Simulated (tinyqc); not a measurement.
# Off-state leakage of single and stacked transistors, step by step

Computed by the program tinyqc: `OMP_NUM_THREADS=1 python tinyqc.py 2242071 2242072 out.jsonl`, one thread of a shared Intel Xeon 2.30GHz, about 0.03 s for the whole run. Printed values are rounded.

n-channel devices of unit width. Subthreshold current I(Vg, Vs, Vd) = I0 (T/300 K)^0.5 exp[(Vg - Vs - VT(T) - gb (Vs - Vb) + dd (Vd - Vs))/(nf Vt)] (1 - exp(-(Vd - Vs)/Vt)), VT(T) = VT - cT (T - 300 K). Gate-edge tunnelling Ig (Vd/1 V) exp(ag (Vd - 1 V)), for a gate at 0 V, and band-to-band leakage Ab u exp(-Bb/u), u = Vd - Vb + 1 V, flow at a drain held at V; both are taken as independent of T. In a stack of off transistors (all gates at 0 V) the same subthreshold current passes through each.

Parameters, values chosen for the exercise; values of the order met in bulk silicon logic transistors:
- T = 330 K (temperature)
- V = 0.7 V (supply voltage)
- VT = 0.29 V (threshold at 300 K, zero drain and body bias)
- cT = 0.8 mV/K (fall of the threshold with temperature)
- I0 = 0.43 uA/um (current at threshold at 300 K)
- nf = 1.44 (slope factor)
- dd = 0.08 (drain-induced lowering per volt)
- gb = 0.12 (rise of the threshold per volt of source-body bias)
- Ig = 2e-5 uA/um (gate-edge tunnelling current at 1 V)
- ag = 5.7 1/V (exponential slope of the gate current)
- Ab = 300 uA/(um V) (prefactor of band-to-band leakage at the drain)
- Bb = 20 V (its exponential voltage)
- Vb = -0.6 V (body voltage)

Constants: q = 1.602176634e-19 C, kB = 1.380649e-23 J/K, Vt = kB T/q. Results are converted to the units shown.

## Leakage of one transistor

Vg = Vs = 0, Vd = V; effective threshold VT(T) - gb Vb - dd V.

effective threshold = 0.282 V
parts (nA/um): subthreshold 0.460667, gate edge 0.00253212, band-to-band 115.445
total = 115.908 nA/um
shares (%): subthreshold 0.397441, gate edge 0.00218459, band-to-band 99.6004

The band-to-band part is the largest.

## Starting value

Vx = dd V/(1 + gb + 2 dd), the solution for Vx well above Vt, rounded to three decimals.

Vx at the start = 0.044 V

## Iteration 1: new Vx

Stack of two, Vx the node between them: I_low = I(0, 0, Vx), I_up = I(0, Vx, V), f = ln(I_up/I_low), f' = -(1 + gb + 2 dd)/(nf Vt) - 1/(Vt (exp(Vx/Vt) - 1)) - 1/(Vt (exp((V - Vx)/Vt) - 1)), Vx(new) = Vx - f/f'.

I_low = 0.100664 nA/um
I_up = 0.126885 nA/um
f = 0.231495
f' = -40.7656 1/V
Vx after iteration 1 = 0.0496787 V

## Iteration 2: new Vx

As before.

I_low = 0.106769 nA/um
I_up = 0.107434 nA/um
f = 0.00620910
f' = -38.6813 1/V
Vx after iteration 2 = 0.0498392 V

## Iteration 3: new Vx

As before.

I_low = 0.106929 nA/um
I_up = 0.106930 nA/um
f = 4.06214e-6
f' = -38.6307 1/V
Vx after iteration 3 = 0.0498393 V

## Course of the iteration

Stop when the step is below 1e-11 V, or after 40 iterations.

Course of the iteration:
```
iteration,Vx before the step (V),step (V)
1,0.044,5.68e-3
2,0.0496787,1.61e-4
3,0.0498392,1.05e-7
4,0.0498393,4.48e-14
```

Converged in 4 iterations. The subthreshold current of the stack is 0.1069 nA/um, 4.31 times less than that of one transistor (the drain leakage is unchanged); the estimate exp[dd V (1 + gb + dd)/((1 + gb + 2 dd) nf Vt)] gives 3.60.
